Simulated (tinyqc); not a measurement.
Two-valley model of the transferred-electron effect: one step, computed by the program tinyqc. Command: `OMP_NUM_THREADS=1 python tinyqc.py 3024849 3024850 out.jsonl gunn walk`. One thread of a shared host (Intel(R) Xeon(R) Processor @ 2.30GHz), about 0.01 s of CPU time with the checks.

Both kinds of valley share one electron temperature T_e, and each has a constant mobility.

Question. Does a domain form? Space charge grows at the rate n e |mu_d|/(eps eps_0) during the transit time L/v, with v the valley velocity; Kroemer's criterion asks n L > eps eps_0 v/(e |mu_d|). Transit frequency v/L.

Inputs (values chosen for the exercise, modelled on GaN):
```
quantity                 value        unit
lattice temperature T      300           K
doping n               8.3e+15      1/cm^3
device length L            2.1  micrometre
permittivity eps           9.7           -
```

Solver: bisection.

valley velocity = 6.446649 1e7 cm/s

most negative differential mobility = -58.88367 cm^2/(V s)

Constants: eps_0 = 8.8541878128e-12 F/m; e = 1.602176634e-19 C.

Give: critical n L; n L of the device; transit frequency.

Answer.

critical n L = 5.869e+12 1/cm^2

n L of the device = 1.743e+12 1/cm^2

transit frequency = 307.0 GHz

n L is 0.297 times the critical product: the field profile stays stable. Caution: T_e at the threshold exceeds 3000 K, outside the range of a Maxwellian in parabolic valleys.
